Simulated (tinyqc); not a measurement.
Worked calculation: coherent transport through a tight-binding region between two chains. One step of it, computed by the program tinyqc.

Problem. Transmission at E = 0.01 eV. Surface Green function g = (E - i sqrt(4 t^2 - E^2)) / (2 t^2); self-energy tc^2 g on each contact site; G = (E - H - Sigma)^(-1); Gamma = -2 Im Sigma; T = Gamma_L Gamma_R |G_LR|^2; local density of states -Im G_ii / pi.

H of the central region (eV):
```
           1          2          3
1   0.000000  -1.240000   0.000000
2  -1.240000   0.380000  -0.410000
3   0.000000  -0.410000   0.000000
```

Leads: semi-infinite chains with site energy 0:

| parameter | value |
|---|---|
| lead hopping t (eV) | 1.720000 |
| coupling to the left lead (eV) | 0.290000 |
| coupling to the right lead (eV) | 0.560000 |
| left contact site | 1 |
| right contact site | 3 |

E = 0.010000 eV

Give: g; G; local density of states; transmission.

Solution.

g = 0.0017-0.5814i 1/eV

G (1/eV):
```
                 1                2                3
1   0.2591-0.5814i   0.7815-0.0056i  -0.0785+1.7532i
2   0.7815-0.0056i  -0.0064-0.0308i   0.0698-0.0108i
3  -0.0785+1.7532i   0.0698-0.0108i   0.3003-5.3123i
```

local density of states (1/eV): 0.1851  0.0098  1.6909

transmission = 0.1098
